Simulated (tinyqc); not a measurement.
# Ballast resistance and gain from the on-state line

Inverse problem. At high current V = BV (1 + be)^(-1/n) + I Ro. Find Ro, the intercept and be.

Inputs (values chosen for the exercise):
- BV = 11.3 V (junction breakdown voltage)
- n = 4.7 (exponent of the multiplication)

V at I = 4.9 and 9.8 mA/um (V): 8.4422894  9.9612894

Solution. The slope is Ro; the intercept over BV is (1 + be)^(-1/n).

Ro = 310 ohm um
intercept = 6.92 V
be = 9.00

Computed by the program tinyqc: `OMP_NUM_THREADS=1 python tinyqc.py 2670125 2670126 out.jsonl`, one thread of a shared Intel Xeon 2.30GHz, about 0.02 s for the whole run.
